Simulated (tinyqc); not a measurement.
Mesh and choice of bands: charge neutrality level from zone-averaged pseudopotential bands.

Empirical pseudopotential on the fcc lattice, atoms at +/- tau, tau = a (1,1,1)/8, no spin-orbit coupling. H(G,G') = c (2 pi/a)^2 |k + G|^2 delta + VS(q) cos(q.tau) + i VA(q) sin(q.tau), q = G - G', c = hbar^2/2m0; k and G in units of 2 pi/a; VS at |q|^2 = 3, 8, 11 and VA at 3, 4, 11, in rydberg, zero elsewhere. At each k the basis holds all G with |k + G|^2 up to 16; energies are counted from the fourth level at Gamma.

Mesh: k = sum_i (n_i + 1/2)/N b_i, n_i = 0 ... N - 1, b = (-1,1,1), (1,-1,1), (1,1,-1); points with the same sorted |kx|, |ky|, |kz| after folding to the shortest k + G are joined, with their count as weight. Neutrality (branch-point) level: E_N = (1/2) mean over k of [E5 + (E3 + E4)/2], E_n the n-th level from below.

Constants: hbar^2/2m0 = 3.80998211 eV angstrom^2; Ry = 13.60569312 eV.

Inputs chosen for the exercise (out of a larger set: classic local form factors of the size used for Ge, without spin-orbit coupling; not measured data): a = 5.661 angstrom (lattice constant); VS = (-0.23, 0.009, 0.06) Ry (symmetric form factors); VA = (0, 0, 0) Ry (antisymmetric form factors).

E_N with E5 alone, and with (E5 + E6)/2 in its place.

Results:

| N | joined points | E_N (eV) | E_N, two conduction bands (eV) |
|---|---|---|---|
| 1 | 1 | -0.0953 | 0.7278 |
| 2 | 2 | -0.1645 | 0.5618 |
| 3 | 6 | 0.0939 | 0.4693 |
| 4 | 10 | 0.0644 | 0.4862 |
| 5 | 19 | 0.0780 | 0.4766 |

For scale, the lowest gap of this set is 0.91 eV. Against N = 5 the errors are -173, -243, +16 and -14 meV for N = 1 to 4 (N = 1 is the L point alone). Taking the second conduction band in moves E_N by +0.40 eV, more than the mesh error at N = 2: the definition, not the mesh, limits the estimate. Local form factors place the indirect gaps only to a few tenths of an eV, and E_N moves with them.

Computed by tinyqc, a small Python program: `OMP_NUM_THREADS=1 python tinyqc.py 1850176 1850177 out.jsonl` (the numbers bound the seed that draws the inputs); one thread of a shared host (Intel(R) Xeon(R) Processor @ 2.30GHz), about 0.09 s for the whole set of steps.
